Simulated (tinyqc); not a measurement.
Gated two-dimensional channel with two bands, quantum capacitance: two steps of the calculation.

phi is the Fermi level above the lowest band edge, in volts; Vg is counted from the gate voltage at which an empty channel would have phi = 0. The channel has no thickness; trap charge is -q Dit phi.

Values chosen for this exercise; lowest band close to that of a thin silicon body: temperature T = 300 K; relative permittivity of the gate insulator (close to silicon dioxide) eox = 3.9; insulator thickness tox = 2.6 nm; in-plane mass md = 0.192 m0; valley degeneracy gv = 2; in-plane mass of a second band, chosen freely m2 = 0.34 m0; valley degeneracy of that band, chosen freely g2 = 4; second band edge above the first E2 = 0.33 eV; density of traps Dit = 0 cm^-2 eV^-1; gate voltage Vg = 0.5 V.

Constants: q = 1.602176634e-19 C, kB = 1.380649e-23 J/K, hbar = 1.054571817e-34 J s, m0 = 9.1093837015e-31 kg, Vt = kB T/q, eps0 = 8.8541878128e-14 F/cm where lengths are in cm. Results are converted to the units shown.

Question 1. Gate capacitance. Cox = eps0 eox/tox.

Give: Cox.

Answer 1.

Cox = 1.328 uF/cm^2

Question 2. New phi. D1 = gv md m0 q/(pi hbar^2), D2 = g2 m2 m0 q/(pi hbar^2) per eV; n1 = D1 Vt ln(1 + exp(phi/Vt)), n2 = D2 Vt ln(1 + exp((phi - E2)/Vt)), n = n1 + n2; Cq = q dn/dphi = q [D1/(1 + exp(-phi/Vt)) + D2/(1 + exp((E2 - phi)/Vt))]. Newton: f = phi + q (n + Dit phi)/Cox - Vg, phi(new) = phi - f/(1 + (Cq + q Dit)/Cox).

phi after iteration 1 = 0.012969357 V
Cox = 1.3281282 uF/cm^2

Give: n1; n2; Cq; f; phi after iteration 2.

Answer 2.

n1 = 4.044e12 cm^-2
n2 = 6.935e7 cm^-2
Cq = 16.01 uF/cm^2
f = 7.887e-4 V
phi after iteration 2 = 0.01291 V

Program tinyqc, `OMP_NUM_THREADS=1 python tinyqc.py 2200008 2200009 out.jsonl`; Intel Xeon 2.30GHz, shared host, one thread, about 0.01 s.
